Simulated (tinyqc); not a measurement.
Hydrogen passivation and dissociation of interface defects with a spread of activation energies: one step, computed by the program tinyqc.

Active defects P react as P + H2 -> HP + H and HP -> P + H; released atomic hydrogen is removed. All defects start active. Activation energies are normally distributed, independently for the two reactions.

Task: Sites at the mean energies. a = k_f0 [H2] exp(-E_f/k_B T), b = k_d0 exp(-E_d/k_B T); the active share of one kind of site is b/(a + b) + (a/(a + b)) exp(-(a + b) t).

Inputs (values chosen for the exercise, for a model interface):
```
quantity,value,unit
mean passivation energy E_f,1.46,eV
prefactor k_f0,7.4e-08,cm^3/s
mean dissociation energy E_d,2.67,eV
prefactor k_d0,3.6e+13,1/s
dissolved hydrogen [H2],3.2e+17,cm^-3
anneal temperature T,550,K
anneal time t,140,s
```

Ambient: hydrogen.

Constants: k_B = 8.617333262e-05 eV/K.

Give: passivation rate a; dissociation rate b; active share, single energy; steady active share, single energy.

Result:

passivation rate a = 9.910e-04 1/s

dissociation rate b = 1.232e-11 1/s

active share, single energy = 0.8705

steady active share, single energy = 1.243e-08
